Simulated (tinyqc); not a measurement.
Worked calculation: vacuum evaporation: vapour pressure, source flux, thickness distribution, purity and step coverage. Computed by tinyqc, a small Python program that keeps every step. Command: `OMP_NUM_THREADS=1 python tinyqc.py 3110636 3110637 out.jsonl evap walk`. One thread of a shared host (Intel(R) Xeon(R) Processor @ 2.30GHz), about 0.01 s of CPU time with the checks. Intermediate numbers are printed to about 5 digits and carried at full precision; extremes and crossings named in words are read from the listed rows.

Molecular flow, unit sticking of the metal, no re-evaporation. The background gas is taken as water vapour (18.015 g/mol, collision diameter 0.37 nm) at 300 K.

Inputs (values chosen for the exercise, modelled on titanium, with constants for the liquid):
```
quantity                         value    unit
molar mass M                     47.87   g/mol
film density rho                  4.51  g/cm^3
vapour-pressure constant A       11.35       -
vapour-pressure constant B       22820       K
source temperature T              2030       K
source area                       0.75    cm^2
directionality n                     1       -
source-to-wafer distance h          54      cm
wafer radius R                      10      cm
source offset from the axis s/h   0.33       -
background pressure p            1e-05      Pa
sticking of background gas         0.5       -
aspect ratio of a trench           3.3       -
```

Constants: u = 1.6605390666e-27 kg; k_B = 1.380649e-23 J/K; R = 8.314462618 J/(mol K).

## Vapour pressure and flux

log10(p_v/Pa) = A - B/T; flux from the surface Phi = p_v/sqrt(2 pi m k_B T), m = M u. Mass loss = Phi x area x m; heat of evaporation = ln(10) R B; d ln Phi/dT = ln(10) B/T^2 - 1/(2 T).

vapour pressure p_v = 1.2842 Pa

flux Phi = 1.0854e+18 1/(cm^2 s)

mass loss = 0.23295 g/h

heat of evaporation = 436.88 kJ/mol

change of flux per kelvin = 1.2505 %/K

Holding the rate to 1 % needs the temperature to about 0.80 K.

## Rate and uniformity on a fixed wafer above the source

A small source emits (n + 1) Phi area cos^n(phi)/(2 pi) per solid angle; on a parallel plane at height h and lateral distance l the arrival rate is (n + 1) Phi area/(2 pi h^2) x (1 + (l/h)^2)^(-(n + 3)/2). Growth rate = arrival rate x m/rho, m = M u. The wafer is fixed and centred above the source.

arrival rate at the centre = 8.8860e+13 1/(cm^2 s)

growth rate at the centre = 0.015662 nm/s

edge over centre = 0.93479

non-uniformity (max - min)/(max + min) = 3.3706 %

share of the material that lands on the wafer, 1 - (1 + (R/h)^2)^(-(n + 1)/2) = 3.3156 %

## Offset source and rotation

Rotating wafer, source offset by s and facing upwards: thickness at radius r is the mean over the angle a of (1 + (r^2 + s^2 - 2 r s cos a)/h^2)^(-(n + 3)/2), by 360 equal steps; non-uniformity (max - min)/(max + min) over 21 radii from 0 to R.

centre thickness relative to an axial source = 0.81323

edge over centre, rotating = 0.95727

non-uniformity, rotating = 2.1832 %

## Choosing the offset

The curvature at the centre vanishes at s/h = sqrt(2/(n + 3)).

Against the offset:
```
s/h  centre thickness  edge over centre  non-uniformity (%)
0.0            1.0000            0.9348              3.3706
0.2            0.9246            0.9439              2.8860
0.4            0.7432            0.9656              1.7503
0.5            0.6400            0.9776              1.1307
0.6            0.5407            0.9889              0.5606
0.7            0.4504            0.9985              0.0738
0.8            0.3718            1.0064              0.3169
0.9            0.3052            1.0124              0.6139
1.1            0.2047            1.0197              0.9733
```

The best row, s/h = 0.7, has 0.074 % against 3.4 % on the axis, at the price of a rate lower by a factor 2.22; the small-wafer optimum is sqrt(2/(n + 3)) = 0.71.

## Scattering and purity

Mean free path lambda = k_B T_g/(sqrt2 pi d^2 p); unscattered share exp(-h/lambda); gas arrival p/sqrt(2 pi m_g k_B T_g); impurity ratio = sticking x gas arrival/metal arrival; monolayer time = 1e15 cm^-2/(sticking x gas arrival).

mean free path = 680.98 m

unscattered share = 0.99921

gas arrival rate = 3.5840e+13 1/(cm^2 s)

impurity ratio = 0.20166

monolayer time = 55.804 s

The gas that sticks amounts to more than a tenth of the metal, although few metal atoms scatter on the way: purity, not the free path, sets the vacuum needed.

## A trench at the wafer edge

Fixed wafer, axial point source, trench running tangentially at r = R: the beam arrives at tan(a) = R/h. Shadowed share of the floor = aspect ratio x tan(a) (at most 1); the wall facing the source grows at tan(a) times the field rate, the other wall not at all.

angle a = 10.491 degrees

shadowed share of the floor = 0.61111

wall over field thickness = 0.18519

Checks made by the program: share on the wafer by quadrature (relative difference 2e-09).
